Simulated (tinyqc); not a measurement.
Carrier statistics of a doped semiconductor with parabolic bands: one step. Effective densities of states. Two cases, with inputs chosen for the exercise.

Question. m_de = Mv^(2/3) (ml mt^2)^(1/3); m_dh = (mhh^(3/2) + mlh^(3/2))^(2/3); N = 2 (m kB T/(4 pi c))^(3/2) with c = hbar^2/2m0, in 1/angstrom^3; times 1e24 for 1/cm^3.

Constants: hbar^2/2m0 = 3.80998211 eV angstrom^2.

Case 1.

Values chosen (near those of Ge; shifted at random, so the results belong to these values and not to a real crystal):
- ml = 1.58 m0 (longitudinal electron mass)
- mt = 0.0809 m0 (transverse electron mass)
- Mv = 4 (equivalent valleys)
- mhh = 0.333 m0 (heavy-hole mass)
- mlh = 0.0428 m0 (light-hole mass)

kT = 0.02154333 eV

Case 2.

Values chosen (near those of Ge; shifted at random, so the results belong to these values and not to a real crystal):
- ml = 1.57 m0 (longitudinal electron mass)
- mt = 0.0776 m0 (transverse electron mass)
- Mv = 4 (equivalent valleys)
- mhh = 0.326 m0 (heavy-hole mass)
- mlh = 0.044 m0 (light-hole mass)

kT = 0.04308667 eV

Give: m_de; m_dh; Nc; Nv.

Answer.

Case 1.

m_de = 0.5490 m0
m_dh = 0.3432 m0
Nc = 7.7649e+18 1/cm^3
Nv = 3.8373e+18 1/cm^3

The light holes supply 4.4 % of Nv, and Nc/Nv = 2.02.

Case 2.

m_de = 0.5328 m0
m_dh = 0.3367 m0
Nc = 2.1000e+19 1/cm^3
Nv = 1.0548e+19 1/cm^3

The light holes supply 4.7 % of Nv, and Nc/Nv = 1.99.

Computed by tinyqc, one run a case: `OMP_NUM_THREADS=1 python tinyqc.py N N+1 out.jsonl` with N = 1682237, 1682335; one thread of a shared Intel(R) Xeon(R) Processor @ 2.30GHz, about 0.01 s a run at most.
